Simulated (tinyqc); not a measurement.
Coupled-perturbed Hartree-Fock on RHF in the 6-31g basis, for H2, spin multiplicity 1, step by step. One step of it, computed by the program tinyqc.

Question. Coupled step 2. U_ai = -(mu_ai + sum_bj [4 (ai|bj) - (ab|ij) - (aj|bi)] U_bj) / (e_a - e_i); alpha = -4 sum U_ai mu_ai.

U after step 1, order a2, a3, a4:
$$\begin{pmatrix}
1.696529 \\
0.000000 \\
-0.022838
\end{pmatrix}$$

dipole integrals <a|z|i> (bohr), order a2, a3, a4:
$$\begin{pmatrix}
-1.098554 \\
0.000000 \\
0.162477
\end{pmatrix}$$

orbital energies (hartree): MO1 -0.567723, MO2 0.211865, MO3 0.823201, MO4 1.291376

Two-electron integrals over orbitals (pq|rs), unique and non-zero (hartree):
```
(11|11) 0.615985    (21|21) 0.090555    (22|11) 0.436874    (22|22) 0.391128
(31|11) 0.154625    (31|22) 0.057012    (31|31) 0.103980    (32|21) -0.010006
(32|32) 0.034469    (33|11) 0.521381    (33|22) 0.388364    (33|31) 0.119803
(33|33) 0.466662    (41|21) -0.080818   (41|32) -0.032344   (41|41) 0.127314
(42|11) -0.142186   (42|22) -0.061290   (42|31) -0.077268   (42|33) -0.106314
(42|42) 0.073809    (43|21) -0.097120   (43|32) -0.013619   (43|41) 0.125441
(43|43) 0.144954    (44|11) 0.625382    (44|22) 0.445488    (44|31) 0.190278
(44|33) 0.544783    (44|42) -0.167454   (44|44) 0.697223
```

Give: U after step 2; polarisability.

Answer.

U after step 2, order a2, a3, a4:
$$\begin{pmatrix}
1.7657 \\
0.0000 \\
0.0011
\end{pmatrix}$$

polarisability = 7.7583 bohr^3
